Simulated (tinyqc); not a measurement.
Four-point probe, van der Pauw, Hall and spreading-resistance readings of a semiconductor layer: one step, computed by the program tinyqc. Command: `OMP_NUM_THREADS=1 python tinyqc.py 3110226 3110227 out.jsonl probe walk`. One thread of a shared host (Intel(R) Xeon(R) Processor @ 2.30GHz), about 0.01 s of CPU time with the checks.

The layer is uniform and ohmic; contacts are points unless a radius is given.

Question. Hall reading. V_H = r_H I B/(e n t); apparent density n/r_H; Hall mobility r_H mu; Hall angle tan = r_H mu B (SI).

Inputs (values chosen for the exercise, modelled on p-type silicon):

| quantity | value | unit |
|---|---|---|
| carrier density n | 4.5e+19 | 1/cm^3 |
| drift mobility mu | 52.2 | cm^2/(V s) |
| layer thickness t | 430 | micrometre |
| current I | 0.1 | mA |
| magnetic field B | 0.63 | T |
| Hall factor r_H | 0.76 | - |

Backing of the layer: insulating.

Constants: e = 1.602176634e-19 C.

Give: Hall voltage; apparent density; Hall mobility; tangent of the Hall angle.

Answer.

Hall voltage = 1.5444e-05 mV

apparent density = 5.9211e+19 1/cm^3

Hall mobility = 39.672 cm^2/(V s)

tangent of the Hall angle = 0.0024993
